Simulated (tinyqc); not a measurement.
# Admittance spectroscopy of a deep trap: several studies

Schottky contact on an n-type layer with shallow donors Nd (all ionised) and a donor-like deep trap, neutral when filled and positive when empty; depletion approximation. Traps within lam of the depletion edge stay filled. The traps at xt = W - lam, where the level crosses the Fermi level, follow a slow signal and not a fast one. w = 2 pi f.

Values chosen for this exercise; material values close to those of silicon:
```
symbol    value   unit                                      meaning
eps_r      11.8                               relative permittivity
Nc      2.78e19  cm^-3   conduction-band density of states at 300 K
vth       2.3e7   cm/s                    thermal velocity at 300 K
Nd       6.5e15  cm^-3                        shallow donor density
Vbi         0.8      V                             built-in voltage
Et         0.45     eV  depth of the trap below the conduction edge
sn      3.1e-17   cm^2                        capture cross-section
Nt       1.9e15  cm^-3                                 trap density
Vr            0      V                                 reverse bias
T           311      K                                  temperature
```

Constants: q = 1.602176634e-19 C, kB = 1.380649e-23 J/K, eps0 = 8.8541878128e-14 F/cm where lengths are in cm. Results are converted to the units shown.

Each table varies one quantity; the others keep the values above.

## Admittance against frequency

Emission rate en = sn vth(T) Nc(T) exp(-Et/kB T) = sn g T^2 exp(-Et/kB T), g = vth Nc/(300 K)^2, as vth goes as T^0.5 and Nc as T^1.5 (degeneracy factor 1). lam = sqrt(2 eps0 eps_r (EF - ET)/(q Nd)), EF - ET = Et - (kB T/q) ln(Nc(T)/Nd), Nc(T) = Nc (T/300 K)^1.5. In the steady state at the band bending V, 2 eps0 eps_r V/q = Nd W^2 + Nt (W - lam)^2 (the second term only if W > lam). V = Vbi + Vr. C_HF = eps0 eps_r/W, C_LF = eps0 eps_r (Nd + Nt)/(Nd W + Nt xt). Inflection frequency w0 = 2 en [1 + Nt xt/(Nd W)]; C = C_HF + (C_LF - C_HF)/(1 + (w/w0)^2), G/w = (C_LF - C_HF)(w/w0)/(1 + (w/w0)^2).

Results:

| f (Hz) | C (nF/cm^2) | G/w (nF/cm^2) |
|---|---|---|
| 16 | 30.63 | 0.1541 |
| 33 | 30.61 | 0.3160 |
| 72 | 30.51 | 0.6717 |
| 150 | 30.15 | 1.262 |
| 330 | 29.06 | 1.862 |
| 710 | 27.74 | 1.599 |
| 3300 | 26.91 | 0.4426 |
| 7000 | 26.87 | 0.2109 |
| 15000 | 26.86 | 0.09867 |

Estimate the missing row, f = 1500 Hz.

Computed row:

| f (Hz) | C (nF/cm^2) | G/w (nF/cm^2) |
|---|---|---|
| 1500 | 27.09 | 0.9243 |

With this row back in the table: C falls from 30.6 to 26.9 nF/cm^2, between C_LF = 30.6 and C_HF = 26.9, and G/w goes from 0.154 through a maximum of 1.86 (at f = 330 Hz among the rows listed) to 0.0987 nF/cm^2. The exact peak is half of the step, 1.89 nF/cm^2, at 392 Hz.

## Effect of the bias

Same model as above.

V = Vbi + Vr.

Results:

| Vr (V) | W (nm) | xt/W | C_HF (nF/cm^2) | step (nF/cm^2) | step (% of C_HF) |
|---|---|---|---|---|---|
| 0 | 389.1 | 0.4545 | 26.85 | 3.780 | 14.07 |
| 0.9 | 554.0 | 0.6169 | 18.86 | 1.789 | 9.486 |
| 2.6 | 769.1 | 0.7241 | 13.58 | 0.9043 | 6.657 |
| 3.4 | 850.6 | 0.7505 | 12.28 | 0.7346 | 5.981 |
| 4.3 | 933.4 | 0.7726 | 11.19 | 0.6069 | 5.422 |
| 5.1 | 1001 | 0.7880 | 10.44 | 0.5258 | 5.037 |
| 6 | 1072 | 0.8020 | 9.749 | 0.4572 | 4.689 |

Estimate the missing row, Vr = 1.7 V.

Computed row:

| Vr (V) | W (nm) | xt/W | C_HF (nF/cm^2) | step (nF/cm^2) | step (% of C_HF) |
|---|---|---|---|---|---|
| 1.7 | 664.7 | 0.6807 | 15.72 | 1.224 | 7.784 |

With this row back in the table: xt/W rises from 0.455 to 0.802 since lam stays at 212 nm, and the relative step falls from 14.1 to 4.69 %: the nearer xt lies to W in proportion, the less the traps add.

## Effect of the trap density

Same model as above.

V = Vbi + Vr.

Effect of the trap density:

| Nt (cm^-3) | W (nm) | step (% of C_HF) | w0/(2 en) |
|---|---|---|---|
| 1.7e14 | 399.5 | 1.373 | 1.012 |
| 3.2e14 | 398.5 | 2.563 | 1.023 |
| 5.7e14 | 396.9 | 4.505 | 1.041 |
| 1e15 | 394.2 | 7.733 | 1.071 |
| 1.8e15 | 389.6 | 13.40 | 1.126 |
| 3.3e15 | 382.0 | 23.02 | 1.226 |
| 6e15 | 370.6 | 37.90 | 1.394 |
| 1.1e16 | 355.0 | 60.20 | 1.681 |
| 1.9e16 | 338.0 | 87.90 | 2.088 |

Read the table: what changes, and by how much?

The step rises from 1.37 to 87.9 %, as Nt^(0.99) between the first two rows and Nt^(0.69) between the last two, and w0/(2 en) rises from 1.01 to 2.09: for Nt near Nd the rule w0 = 2 en overstates the cross-section by that factor.

Program tinyqc, `OMP_NUM_THREADS=1 python tinyqc.py 2050049 2050050 out.jsonl`; Intel Xeon 2.30GHz, shared host, one thread, about 0.01 s.
